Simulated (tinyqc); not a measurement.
# Inputs raised by 10 %, one at a time

Model: grain growth, pinning, strength and diffusional creep of a polycrystal or thin film. Computed by tinyqc, a small Python program. Command: `OMP_NUM_THREADS=1 python tinyqc.py 3007085 3007086 out.jsonl grain sens`. One thread of a shared host (Intel(R) Xeon(R) Processor @ 2.30GHz), about 0.01 s of CPU time with the checks.

One mean grain size d describes the structure.

Inputs (values chosen for the exercise, for a model solid): shear modulus G = 29.5 GPa; Burgers vector b = 2.863 angstrom; atomic volume Omega = 16.59 angstrom^3; boundary energy gamma = 0.34 J/m^2; mobility prefactor M0 = 2e-05 m^4/(J s); activation energy of boundary motion Q_m = 0.85 eV; anneal temperature T = 412 K; anneal time t = 5000 s; initial grain size d0 = 170 nm; particle volume fraction f = 0.013; particle radius r = 26 nm; film thickness h = 500 nm; surface energy gamma_s = 0.86 J/m^2; friction stress sigma_0 = 13 MPa; Hall-Petch slope k_y = 0.068 MPa m^0.5; lattice diffusion energy Q_l = 1.46 eV; boundary diffusion energy Q_b = 0.977 eV; lattice prefactor D0 = 0.00011 m^2/s; boundary prefactor delta D0b = 2.1e-14 m^3/s; applied stress sigma = 96 MPa; service temperature T_c = 275 K.

Sample: thin film on a substrate.

Constants: k_B = 8.617333262e-05 eV/K; k_B = 1.380649e-23 J/K.

Method:
- M = M0 exp(-Q_m/(k_B T)). The driving pressure is 2 gamma/d. Zener pinning pressure 3 f gamma/(2 r) stops growth at d_Z = 4 r/(3 f). Grooves where boundaries meet the surface have the angle theta = arcsin(gamma/(2 gamma_s)) and are taken to stop growth at d_h = h/(2 theta), a few film thicknesses; the limit is 1/d_lim = 1/d_Z + 1/d_h.
- dd/dt = 2 M gamma (1/d - 1/d_lim) integrates to 2 M gamma t = d_lim (d0 - d) + d_lim^2 ln[(d_lim - d0)/(d_lim - d)]; without pinning d^2 = d0^2 + 4 M gamma t.
- Hall-Petch term k_y/sqrt(d). Orowan term 3.06 x 0.4 G b ln(2 rbar/b)/(pi lambda sqrt(1 - nu)) with nu = 1/3, rbar = sqrt(2/3) r, lambda = rbar (sqrt(pi/f) - 2). Film term (threading dislocation, matched substrate, the geometry of an fcc (111) film taken for all cases): 3.464 G b ln(2 h/b)/(4 pi (1 - nu) h). The terms are added to sigma_0.
- Nabarro-Herring rate = 14 sigma Omega D_l/(k_B T d^2), D_l = D0 exp(-Q_l/(k_B T)); Coble rate = 14 pi sigma Omega delta D_b/(k_B T d^3), delta D_b = delta D0b exp(-Q_b/(k_B T)); they are equal at d_x = pi delta D_b/D_l.

Runs:
```
input moved                                     from       to  grain size d (nm)  yield stress (MPa)  time to 1 % strain (s)  crossover size d_x (micrometre)
base run                                           -        -              846.6               214.0               1.258e+10                        4.262e+05
mobility prefactor M0 (m^4/(J s))              2e-05  2.2e-05              848.9               213.9               1.269e+10                        4.262e+05
activation energy of boundary motion Q_m (eV)   0.85    0.935              537.6               232.8               3.223e+09                        4.262e+05
anneal temperature T (K)                         412    453.2              854.0               213.6               1.292e+10                        4.262e+05
particle volume fraction f                     0.013   0.0143              821.9               219.0               1.151e+10                        4.262e+05
particle radius r (nm)                            26     28.6              870.1               207.8               1.366e+10                        4.262e+05
film thickness h (nm)                            500      550              897.8               207.2               1.501e+10                        4.262e+05
service temperature T_c (K)                      275    302.5              846.6               214.0               3.262e+08                        6.683e+04
```

Exponents ln(y'/y) / ln(x'/x):
```
input                                     grain size d  yield stress  time to 1 % strain  crossover size d_x
mobility prefactor M0                            0.029        -0.005               0.086               0.000
activation energy of boundary motion Q_m        -4.764         0.885             -14.291               0.000
anneal temperature T                             0.091        -0.016               0.274               0.000
particle volume fraction f                      -0.311         0.245              -0.932               0.000
particle radius r                                0.288        -0.307               0.863               0.000
film thickness h                                 0.616        -0.335               1.849               0.000
service temperature T_c                          0.000         0.000             -38.324             -19.441
```

Among the inputs moved here: grain size d answers most in size to activation energy of boundary motion Q_m (exponent -4.764), next to film thickness h (+0.616); its exponent is below 0.0005 for service temperature T_c. Yield stress answers most in size to activation energy of boundary motion Q_m (exponent +0.885), next to film thickness h (-0.335); its exponent is below 0.0005 for service temperature T_c. Time to 1 % strain answers most in size to service temperature T_c (exponent -38.324), next to activation energy of boundary motion Q_m (-14.291). Crossover size d_x answers most in size to service temperature T_c (exponent -19.441); its exponent is below 0.0005 for mobility prefactor M0, activation energy of boundary motion Q_m, anneal temperature T, particle volume fraction f, particle radius r, film thickness h.

Caution (rows base run, mobility prefactor M0, activation energy of boundary motion Q_m, anneal temperature T, particle volume fraction f, particle radius r, film thickness h): the time to 1 % strain exceeds a century, so diffusional creep is negligible in practice. Caution (all rows): sigma Omega is not small against k_B T, as the linear creep laws assume.
